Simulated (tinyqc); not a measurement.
What each parameter does: delta-doped layer in the Thomas-Fermi potential.

All donors ionised in the plane z = 0, zero temperature, energies from the Fermi level EF of the Thomas-Fermi model, which lies at the bulk band edge; c = hbar^2/2m0, q = e^2/(4 pi eps0). gv = 4 equivalent valleys, m_d = sqrt(m3^3/mz) in the plane. With n = (gv/3 pi^2)(m3 (-V)/c)^(3/2) and V'' = -(4 pi q/eps) n for z > 0, the solution is V = -b/(|z| + z0)^4 with sqrt(b) = 20/K, K = (4 pi q/eps)(gv/3 pi^2)(m3/c)^(3/2), and z0^5 = 4b/(e F0), e F0 = 2 pi q N/eps; 1e13/cm^2 = 1e-3/angstrom^2. Exchange and correlation are left out.

Subbands solve -(c/m_z) psi'' + V psi = E psi on 1280 points of spacing z0/80; up to ten levels for each group, kept if bound with an rms width below 2.5 z0.

Constants: hbar^2/2m0 = 3.80998211 eV angstrom^2; e^2/(4 pi eps0) = 14.39964547 eV angstrom.

Parameters, chosen for this exercise (near those of a delta-doped layer in Ge; not measured data):

| symbol | value | unit | meaning |
|---|---|---|---|
| m3 | 0.228 | m0 | density-of-states mass of a valley |
| mz | 0.116 | m0 | mass along z |
| eps | 15.7 |  | dielectric constant |
| N | 1.2 | x 1e13/cm^2 | donor sheet density |

z0, depth, lowest level and its rms width.

Results for these values:

| case | z0 (angstrom) | depth (eV) | lowest (eV) | rms z (angstrom) |
|---|---|---|---|---|
| base | 53.67 | 0.0928 | -0.0249 | 30.45 |

What happens to each result for N = 1.92 x 1e13/cm^2, all else kept?

Answer: z0 falls from 53.67 to 48.86; depth rises from 0.0928 to 0.1351; lowest falls from -0.0249 to -0.0393; rms z falls from 30.45 to 24.76.

The same for each parameter in turn:

| case | z0 (angstrom) | depth (eV) | lowest (eV) | rms z (angstrom) |
|---|---|---|---|---|
| base | 53.67 | 0.0928 | -0.0249 | 30.45 |
| N = 1.92 x 1e13/cm^2 | 48.86 | 0.1351 | -0.0393 | 24.76 |
| eps = 14.1 | 50.32 | 0.0969 | -0.0250 | 30.09 |
| m3 = 0.262 m0 | 49.38 | 0.0854 | -0.0205 | 32.73 |
| mz = 0.099 m0 | 53.67 | 0.0928 | -0.0232 | 33.57 |

Run: tinyqc, `OMP_NUM_THREADS=1 python tinyqc.py 1280163 1280164 out.jsonl`; Intel(R) Xeon(R) Processor @ 2.30GHz, one thread, shared host; about 0.05 s of CPU time with all checks.
